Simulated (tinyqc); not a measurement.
Wafer and channel orientation: ellipsoidal valleys in the axes of a wafer and a channel.

Valleys with axes a along x, y and z, one whole valley each; inverse mass tensor w = 1/mt + (1/ml - 1/mt) a a. Device axes: z = nz/|nz|, x = nx/|nx|, y = z cross x; in them a = (ax, ay, az). Confinement mass mz = 1/w_zz. In the plane w_ij is replaced by u_ij = w_ij - w_iz w_jz/w_zz (i, j = x, y); density-of-states mass md = 1/sqrt(det u); conductivity mass along x mc = 1/u_xx; ballistic transport mass mx = u_yy/det u, width mass my = 1/u_yy.

Hard walls: E_n = c (n pi/t)^2/mz, c = hbar^2/2m0, n = 1, 2, 3. Non-degenerate share of a valley proportional to md sum_n exp(-E_n/kT); mean 1/mc = sum of share/mc. 1 nm = 10 angstrom.

Constants: hbar^2/2m0 = 3.80998211 eV angstrom^2; kB = 8.617333262e-05 eV/K.

Parameters, chosen for this exercise (near those of the X valleys of AlAs; not measured data): ml = 1.071 m0 (longitudinal mass); mt = 0.202 m0 (transverse mass); t = 7.3 nm (thickness of the film); T = 400 K (temperature).

For each face/channel: the lowest ladder (mz, number of valleys, md, E1, share) and the mean conductivity mass over all valleys.

Results:
```
face/channel     mz  valleys     md  E1 (meV)  share  mean mc
(100)/[011]   1.071        1  0.202       6.6  0.456   0.2592
(112)/[11-1]  0.440        1  0.315      16.0  0.394   0.3493
(001)/[110]   1.071        1  0.202       6.6  0.456   0.2592
(111)/[11-2]  0.277        3  0.397      25.5  1.000   0.3210
(110)/[001]   0.340        2  0.359      20.8  0.722   0.2607
(110)/[1-11]  0.340        2  0.359      20.8  0.722   0.3388
(113)/[1-10]  0.601        1  0.270      11.7  0.424   0.2701
```

What can be read from this table?

The mean conductivity mass is lowest, 0.2592, for (100)/[011] and (001)/[110] and highest, 0.3493, for (112)/[11-1]; the bulk value is 0.2769. The confinement energy is lowest on the face with the heaviest mz ((100), 7 meV). The density of states of the lowest ladder, valleys times md, runs between 0.202 and 1.192; a small value limits the charge through the quantum capacitance.

Run: tinyqc, `OMP_NUM_THREADS=1 python tinyqc.py 1881201 1881202 out.jsonl`; Intel(R) Xeon(R) Processor @ 2.30GHz, one thread, shared host; about 0.01 s of CPU time with all checks.
